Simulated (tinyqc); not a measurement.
Thin (001) film in sp3s* tight binding with raised dangling bonds, step by step. Values are carried at full precision from step to step, so a last printed digit may differ when a step is redone from the rounded ones.

sp3s* tight binding, nearest neighbours only: anion (a) at 0, cation (c) at a/4 (1,1,1), orbitals s, px, py, pz, s* on each; k in units of 2 pi/a. With phases e_j = exp(i (pi/2) k.n_j) for n = (1,1,1), (1,-1,-1), (-1,1,-1), (-1,-1,1): g0 = (e1+e2+e3+e4)/4, g1 = (e1+e2-e3-e4)/4, g2 = (e1-e2+e3-e4)/4, g3 = (e1-e2-e3+e4)/4. The diagonal holds the levels Esa, Epa, Exa (s*) and Esc, Epc, Exc. Anion-cation block: <sa|sc> = Vss g0; <sa|xc> = Vsapc g1; <xa|sc> = -Vscpa g1; <xa|xc> = Vxx g0; <xa|yc> = <ya|xc> = Vxy g3, <xa|zc> = <za|xc> = Vxy g2, <ya|zc> = <za|yc> = Vxy g1; <s*a|xc> = Vxapc g1; <xa|s*c> = -Vpaxc g1; y and z take g2 and g3 in place of g1; s-s* and s*-s* vanish.

Values chosen for the exercise (out of a larger set: near a published set for GaP, fitted to gaps, whose masses and valley positions are rough; not measured data): p = (-8.148, 1.114, -2.185, 4.107, 8.57, 7.223, -7.427, 2.142, 5.156, 4.266, 6.38, 4.685, 5.048) eV (order Esa, Epa, Esc, Epc, Exa, Exc, Vss, Vxx, Vxy, Vsapc, Vscpa, Vxapc, Vpaxc); N = 4 (atomic planes in the small film); dl = 5 eV (shift of the dangling hybrids).

## Bulk edges along [001]

Gap at Gamma and minimum on (0,0,kz), kz from 0.5 to 1, from the bulk Ev. States at zero in-plane momentum come from this line alone.

edges (eV): Gamma 2.8391, Delta 2.3304

kz of the minimum = 1.0000 2 pi/a

## The two blocks of the small film

Planes alternate anion (a), cation (c) along [001], a/4 apart, starting with an anion; zero in-plane momentum; levels counted from the bulk Ev, the lower root of [[Epa, Vxx], [Vxx, Epc]]; no spin-orbit coupling. Block of s, pz, s*: from an anion to the cation above, Vss/2 (s,s), Vsapc/2 (s,z), -Vscpa/2 (z,s), Vxx/2 (z,z), Vxapc/2 (s*,z), -Vpaxc/2 (z,s*); to the cation below the same with the s-z and s*-z signs reversed. Block of u = (px + py)/sqrt2 and v = (px - py)/sqrt2: to the cation above (Vxx + Vxy)/2 for u and (Vxx - Vxy)/2 for v, to the cation below the reverse. Each surface atom has two dangling sp3 hybrids; raising both by dl adds (dl/2) [[1, t], [t, 1]] to its s, pz levels (t = -1 at the bottom face, +1 at the top) and dl to the one of u, v in whose plane the missing bonds lie (v for a bottom anion or a top cation, u for a top anion).

Fill them in.

s, pz, s* block (eV), lower triangle:
```
        sa1     za1    *a1     sc2     zc2    *c2     sa3     za3    *a3    sc4    zc4    *c4
sa1  -5.646
za1  -2.500   3.616
*a1       0       0  8.572
sc2  -3.713  -3.190      0  -2.183
zc2   2.133   1.071  2.342       0   4.109
*c2       0  -2.524      0       0       0  7.225
sa3       0       0      0  -3.713  -2.133      0  -8.146
za3       0       0      0   3.190   1.071  2.524       0   1.116
*a3       0       0      0       0  -2.342      0       0       0  8.572
sc4       0       0      0       0       0      0  -3.713  -3.190      0  0.317
zc4       0       0      0       0       0      0   2.133   1.071  2.342  2.500  6.609
*c4       0       0      0       0       0      0       0  -2.524      0      0      0  7.225
```

u, v block (eV), lower triangle:
```
       ua1     va1     uc2    vc2    ua3     va3    uc4    vc4
ua1  1.116
va1      0   6.116
uc2  3.649       0   4.109
vc2      0  -1.507       0  4.109
ua3      0       0  -1.507      0  1.116
va3      0       0       0  3.649      0   1.116
uc4      0       0       0      0  3.649       0  4.109
vc4      0       0       0      0      0  -1.507      0  9.109
```

## Levels of the small film

Diagonalise both blocks.

levels of the s, pz, s* block (eV): -12.068  -9.089  -4.337  1.597  2.957  3.408  4.172  6.216  7.831  9.323  10.116  11.266

levels of the u, v block (eV): -2.110  -1.570  -0.715  5.021  5.941  7.336  7.484  9.516

1 level lies between 0 and the bulk edge 2.330 eV: 1.597 eV.

## Checks

- Lowest conduction level of 201 planes, with the dangling hybrids shifted far away, against the bulk edge: 2.331 against 2.330.

Program tinyqc; command `OMP_NUM_THREADS=1 python tinyqc.py 1452821 1452822 out.jsonl`; about 0.4 s on one thread of a shared Intel(R) Xeon(R) Processor @ 2.30GHz.
